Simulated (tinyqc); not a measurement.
# Voltage drop against the resistance of a horizontal segment

A grid of 25 by 25 nodes with segments Rx (rows) and Ry (columns); every node draws I1 and the central node kh I1; pads with resistance Rp sit at the nodes whose row and column are multiples of the pitch, counting from 0. The drops u = Vdd - V follow from G u = i, with G the conductance matrix and i the load currents, solved directly. Here the pitch is 6.

Inputs (values chosen for the exercise): supply voltage Vdd = 0.9 V; resistance of a vertical segment Ry = 0.21 ohm; resistance from a pad node to the supply Rp = 0.07 ohm; factor on the load at the hot node kh = 8; load current of a node in the large grid I1 = 0.28 mA.

Results:
columns A: Rx (ohm); B: pads; C: worst drop (mV); D: mean drop (mV); E: largest drop at a pad (mV); F: largest pad current (mA); G: worst drop over Vdd (%)
```
A      B      C       D       E      F       G
0.11  25  1.206  0.9833  0.7214  10.31  0.1340
0.23  25  1.460   1.181  0.7450  10.64  0.1623
0.45  25  1.848   1.458  0.7647  10.92  0.2053
0.91  25  2.539   1.922  0.7825  11.18  0.2821
1.8   25  3.748   2.702  0.7966  11.38  0.4164
7.3   25  10.77   7.109  0.8155  11.65   1.197
```

Estimate the missing row, Rx = 3.6 ohm.

Computed row:
columns A: Rx (ohm); B: pads; C: worst drop (mV); D: mean drop (mV); E: largest drop at a pad (mV); F: largest pad current (mA); G: worst drop over Vdd (%)
```
A     B      C      D       E      F       G
3.6  25  6.074  4.171  0.8075  11.54  0.6748
```

With this row back in the table: The worst drop rises from 1.21 to 10.8 mV and the mean drop rises from 0.983 to 7.11 mV. The worst drop goes as Rx^(0.26) between the first two rows and Rx^(0.81) between the last two. The central node is itself a pad.

Numbers from tinyqc (`OMP_NUM_THREADS=1 python tinyqc.py 2770224 2770225 out.jsonl`; about 0.3 s on one thread of a shared Intel Xeon 2.30GHz).
